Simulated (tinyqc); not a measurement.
Trading HF for NH4F at fixed fluoride: speciation in dilute and buffered hydrofluoric acid, oxide etch rate and bath loading. Computed by tinyqc, a small Python program. Command: `OMP_NUM_THREADS=1 python tinyqc.py 3120637 3120638 out.jsonl hfetch walk`. One thread of a shared host (Intel(R) Xeon(R) Processor @ 2.30GHz), about 0.01 s of CPU time with the checks.

Concentrations stand for activities, NH4+ and Cl- are spectators, and water ionisation is neglected. H, F and HF2 denote the ions H+, F- and HF2-. The base temperature is 298 K.

Inputs (values chosen for the exercise, of the order of those for thermal oxide at room temperature): HF added = 0.036 mol/L; NH4F added = 0 mol/L; K1 = [H][F]/[HF] = 0.000655 mol/L; K2 = [HF2]/([HF][F]) = 3.98 L/mol; K3 = [H2F2]/[HF]^2 = 2.86 L/mol; rate constant of neutral HF k_a = 15 nm L/(min mol); rate constant of HF2 k_b = 50 nm L/(min mol).

Method:
- Fluoride balance: [HF] + [F] + 2 [HF2] + 2 [H2F2] = HF added + NH4F added. Acid balance: [H] + [HF] + [HF2] + 2 [H2F2] = HF added + HCl added. For a trial [H], [HF] = [H][F]/K1, and the fluoride balance is a quadratic in [F].
- Rate = k_a ([HF] + 2 [H2F2]) + k_b [HF2], an empirical two-term form.
- Total fluoride is held at HF + NH4F added, without HCl; x is the share added as HF.

Against x:
```
x         pH  [F] (mol/L)  [HF] (mol/L)  [HF2] (mol/L)  rate (nm/min)
0.05  4.5260     0.034020      0.001547      0.0002095        0.03388
0.15  3.9981     0.030146      0.004623      0.0005546        0.09891
0.30  3.6111     0.024548      0.009177      0.0008966        0.18971
0.40  3.4203     0.020965      0.012160      0.0010146        0.24581
0.50  3.2486     0.017513      0.015083      0.0010513        0.29833
0.60  3.0830     0.014212      0.017923      0.0010138        0.34709
0.75  2.8273     0.009647      0.021921      0.0008416        0.41213
0.90  2.5474     0.005847      0.025311      0.0005890        0.46408
1.00  2.3542     0.003995      0.026983      0.0004290        0.48866
```

What does the comparison show, and why?

[HF2] is largest at x = 0.5 and the rate at x = 1 among these rows; HF2 needs both HF and F.

Extremes, crossings and ranges named in words are read from the listed rows.
